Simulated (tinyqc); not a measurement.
Inside a calculation: two-dimensional electron gas with Rashba and Dresselhaus coupling. Values are carried at full precision from step to step, so a last printed digit may differ when a step is redone from the rounded ones.

H = c k^2/m + al (ky sx - kx sy) + b1 (kx sx - ky sy) + gam kx ky (kx sy - ky sx), s the Pauli matrices, x = [100], c = hbar^2/2m0, b1 = gam (pi/L)^2 (hard walls). H = c k^2/m + B.s, so E = c k^2/m -/+ |B| and the lower state has its spin along -B.

Constants: hbar^2/2m0 = 3.80998211 eV angstrom^2; hbar = 6.58211957e-16 eV s.

Parameters, chosen for this exercise (of the size met in InSb; the results hold for these values, not for the real material): m = 0.0144 m0 (mass); al = 0.29 eV angstrom (Rashba constant); gam = 411.7 eV angstrom^3 (bulk Dresselhaus constant); L = 217 angstrom (width of the (001) well); n = 4.3 1e11/cm^2 (sheet density (one subband filled)); phi = 0 degrees (angle of k from [100]).

## Scales

b1; mean Fermi wave vector k0 = sqrt(2 pi n) (1e11/cm^2 = 1e-5/angstrom^2); E0 = c k0^2/m; b3 = gam k0^2/4; kR = al m/(2c) and ER = al kR/2, the shift and depth of a pure Rashba band.

b1 = 0.08629 eV angstrom
k0 = 0.016437 1/angstrom
E0 = 71.484 meV
b3 = 0.02781 eV angstrom
kR = 0.0005480 1/angstrom
ER = 0.07946 meV

The ratio al/(b1 - b3) is 4.96; kR is 3.3 % of k0.

## Spin-orbit field at one point of the Fermi circle

k = k0 (cos phi, sin phi). Form B, the splitting 2|B| and the direction of the lower spin, atan2(-By, -Bx).

Bx, By (meV): 1.4184  -4.7667

splitting = 9.9466 meV
direction of the lower spin = 106.6 degrees

## The matrix

H = [[E0, Bx - i By], [Bx + i By, E0]] in meV; diagonalise. Precession period h/(2|B|) = 2 pi hbar/(splitting).

H (meV):
```
,up,down
up,71.4840,1.4184+4.7667i
down,1.4184-4.7667i,71.4840
```

levels (meV): 66.5107  76.4573

period = 0.416 ps

## The two wave vectors at the energy E0 along this direction

Solve c k^2/m -/+ |B(k)| = E0. The spin turns by (k_outer - k_inner) per length, so a half turn takes pi/(difference).

k (1/angstrom): outer 0.017019, inner 0.015875

difference = 0.001144 1/angstrom
length of a half turn = 274.7 nm

For linear terms alone the difference is (m/c)|B|/k, whatever the energy: every electron along this direction turns alike, the basis of the spin transistor.

## Checks

- Difference of the Fermi wave vectors without Dresselhaus terms against al m/c: both 0.0010961.

Program tinyqc; command `OMP_NUM_THREADS=1 python tinyqc.py 1480152 1480153 out.jsonl`; about 0.01 s on one thread of a shared Intel(R) Xeon(R) Processor @ 2.30GHz.
